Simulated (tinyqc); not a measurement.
On-chip power grid, static voltage drop by conjugate gradients: one step of the calculation.

A grid of 3 rows and 4 columns, node k = 4 row + column. Neighbours in a row are joined by Rx, in a column by Ry; pad nodes, which reach the supply through Rp: 0, 3, 8, 11. Each node draws I0, node 8 draws kh I0. The drops u = Vdd - V solve G u = i, with G the conductance matrix (1/Rp added on the diagonal at pad nodes).

Task. Worst drop, pad currents and power lost. Pad current u/Rp; worst drop as a share of Vdd; power lost in the grid and pads sum_k i_k u_k; power delivered sum_k i_k (Vdd - u_k).

Inputs (values chosen for the exercise):
- Vdd = 1 V (supply voltage)
- Rp = 0.35 ohm (resistance from a pad node to the supply)
- I0 = 8 mA (load current of an ordinary node)
- kh = 5 (factor on the load at the hot node)

converged u (mV):
```
           col 0      col 1      col 2      col 3
row 0   9.548202  17.142530  16.853705   9.059948
row 1  19.477370  21.252359  20.305762  16.968268
row 2  16.719601  20.495382  18.315900   9.472249
```

Wanted: worst drop; share of Vdd; pad currents; power lost; power delivered.

Result.

worst drop = 21.25 mV
share of Vdd = 2.125 %
pad currents (mA): node 0 27.28, node 3 25.89, node 8 47.77, node 11 27.06
power lost = 2.100 mW
power delivered = 125.9 mW

The pad currents add up to the total load, 128.0 mA. The worst drop is at node 5, not at the hot node.

Computed by the program tinyqc: `OMP_NUM_THREADS=1 python tinyqc.py 2770217 2770218 out.jsonl`, one thread of a shared Intel Xeon 2.30GHz, about 0.3 s for the whole run.
